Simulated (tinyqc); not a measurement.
# Thin-film transistor with exponential tail and deep states, accumulation layer: effects of single changes

An undoped film in accumulation, thicker than the space-charge layer. With band bending psi the Fermi level lies E0 - psi below the band edge. Free electrons n = n0 exp(psi/Vt) carry the current; electrons in two exponential distributions of traps, a = a0 exp(psi/Va) and d = d0 exp(psi/Vp), do not. Linear regime, ohmic contacts, traps in equilibrium.

Parameters, values chosen for the exercise; values close to those of an organic semiconductor: temperature T = 250 K; relative permittivity of the semiconductor eps_r = 3.2; density of extended states Nc = 1.3e20 cm^-3; band mobility mb = 3.6 cm^2/(V s); total density of tail states Nt = 9.2e19 cm^-3; characteristic temperature of the tail Tt = 470 K; total density of deep states Nd = 3.7e17 cm^-3; characteristic temperature of the deep states Td = 1180 K; bulk Fermi level below the band edge E0 = 0.56 eV; gate capacitance Ci = 60 nF/cm^2; ratio W/L WL = 5; drain voltage Vd = 0.05 V; gate voltage above flat band Vg = 6 V.

Constants: q = 1.602176634e-19 C, kB = 1.380649e-23 J/K, Vt = kB T/q, eps0 = 8.8541878128e-14 F/cm where lengths are in cm. Results are converted to the units shown.

Each table varies one quantity; the others keep the values above.

## Effect of the total density of deep states

Va = kB Tt/q, Vp = kB Td/q; n0 = Nc exp(-E0/Vt), a0 = Nt th(T/Tt) exp(-E0/Va), d0 = Nd th(T/Td) exp(-E0/Vp), th(x) = pi x/sin(pi x). G(psi) = sum over the three kinds of c0 [V (exp(psi/V) - 1) - psi], field F = sqrt(2 q G/(eps0 eps_r)); Vg = psi + eps0 eps_r F/Ci at the surface. Total charge Q = Ci (Vg - psi_s); free charge Qf = q times the integral of n0 (exp(psi/Vt) - 1)/F over psi from 0 to psi_s; I = (W/L) mb Qf Vd; effective mobility mb Qf/Q.

Effect of the total density of deep states:

| Nd (cm^-3) | E0 - psi_s (eV) | Q (nC/cm^2) | free share (%) | effective mobility (cm^2/(V s)) | I (nA) |
|---|---|---|---|---|---|
| 3.7e16 | 0.07055 | 330.6 | 6.096 | 0.2195 | 18.14 |
| 8.9e16 | 0.07063 | 330.6 | 6.066 | 0.2184 | 18.05 |
| 2.2e17 | 0.07085 | 330.7 | 5.993 | 0.2158 | 17.83 |
| 5.2e17 | 0.07133 | 330.7 | 5.830 | 0.2099 | 17.35 |
| 1.3e18 | 0.07260 | 330.8 | 5.429 | 0.1954 | 16.16 |
| 3.1e18 | 0.07556 | 330.9 | 4.618 | 0.1663 | 13.76 |
| 7.4e18 | 0.08284 | 331.4 | 3.155 | 0.1136 | 9.408 |

What does the comparison show?

As Nd goes from 3.7e16 to 7.4e18 cm^-3, the free share falls from 6.10 to 3.15 %, the distance of the Fermi level from the edge rises from 0.0706 to 0.0828 eV and the current falls from 18.1 to 9.41 nA. Q varies by only 0.22 %: the gate sets the charge, the traps decide how much of it moves. For Nd = 3.7e16 to 1.3e18 cm^-3 the th form, which assumes a Fermi level far below the edge, overcounts the filled tail at the surface by more than 15 %.

## Transfer curve

Same model as above.

The last column is d ln I/d ln Vg.

Results:

| Vg (V) | E0 - psi_s (eV) | Q (nC/cm^2) | free share (%) | effective mobility (cm^2/(V s)) | I (nA) | exponent |
|---|---|---|---|---|---|---|
| 0.24 | 0.4219 | 6.114 | 0.001436 | 5.168e-5 | 7.900e-5 | 3.862 |
| 0.39 | 0.3618 | 11.51 | 0.006319 | 2.275e-4 | 6.545e-4 | 4.703 |
| 0.64 | 0.2970 | 22.62 | 0.03302 | 0.001189 | 0.006723 | 4.560 |
| 1 | 0.2431 | 40.98 | 0.1249 | 0.004495 | 0.04606 | 4.055 |
| 1.7 | 0.1859 | 79.55 | 0.4786 | 0.01723 | 0.3427 | 3.538 |
| 2.8 | 0.1375 | 142.7 | 1.425 | 0.05129 | 1.829 | 3.191 |
| 7.4 | 0.05431 | 413.7 | 8.295 | 0.2986 | 30.88 | 2.618 |
| 12 | 0.01835 | 687.5 | 16.37 | 0.5892 | 101.3 | 2.291 |

Estimate the missing row, Vg = 4.5 V.

Computed row:

| Vg (V) | E0 - psi_s (eV) | Q (nC/cm^2) | free share (%) | effective mobility (cm^2/(V s)) | I (nA) | exponent |
|---|---|---|---|---|---|---|
| 4.5 | 0.09517 | 242.1 | 3.573 | 0.1286 | 7.784 | 2.917 |

With this row back in the table: The current rises from 7.90e-5 to 101 nA and the free share rises from 0.00144 to 16.4 %; the exponent goes from 3.86 through a maximum of 4.70 (at Vg = 0.39 V among the rows listed) to 2.29. If one kind of trap held all the charge, I would go as Q^(2 Tx/T - 1): 8.44 for the deep states, 2.76 for the tail and 1 for free electrons alone. At Vg = 12 V the surface Fermi level is within 2 Vt of the band edge, where the exponential forms fail. For Vg = 7.4 to 12 V the th form, which assumes a Fermi level far below the edge, overcounts the filled tail at the surface by more than 15 %.

## Effect of the total density of tail states

Same model as above.

Effect of the total density of tail states:

| Nt (cm^-3) | E0 - psi_s (eV) | Q (nC/cm^2) | free share (%) | effective mobility (cm^2/(V s)) | I (nA) |
|---|---|---|---|---|---|
| 3.1e18 | 0.02161 | 327.7 | 74.55 | 2.684 | 219.9 |
| 7.1e18 | 0.02468 | 327.9 | 61.59 | 2.217 | 181.7 |
| 1.6e19 | 0.03129 | 328.3 | 42.38 | 1.526 | 125.2 |
| 3.8e19 | 0.04580 | 329.1 | 20.07 | 0.7226 | 59.46 |
| 8.7e19 | 0.06922 | 330.6 | 6.459 | 0.2325 | 19.22 |
| 2e20 | 0.09921 | 332.4 | 1.569 | 0.05647 | 4.692 |
| 4.6e20 | 0.1316 | 334.3 | 0.3444 | 0.01240 | 1.036 |

What does the table show?

As Nt goes from 3.1e18 to 4.6e20 cm^-3, the free share falls from 74.5 to 0.344 %, the distance of the Fermi level from the edge rises from 0.0216 to 0.132 eV and the current falls from 220 to 1.04 nA. Q varies by only 2.0 %: the gate sets the charge, the traps decide how much of it moves. For Nt = 3.1e18 to 1.6e19 cm^-3 the surface Fermi level is within 2 Vt of the band edge, where the exponential forms fail. For Nt = 3.1e18 to 8.7e19 cm^-3 the th form, which assumes a Fermi level far below the edge, overcounts the filled tail at the surface by more than 15 %.

Program tinyqc, `OMP_NUM_THREADS=1 python tinyqc.py 2610027 2610028 out.jsonl`; Intel Xeon 2.30GHz, shared host, one thread, about 0.03 s.
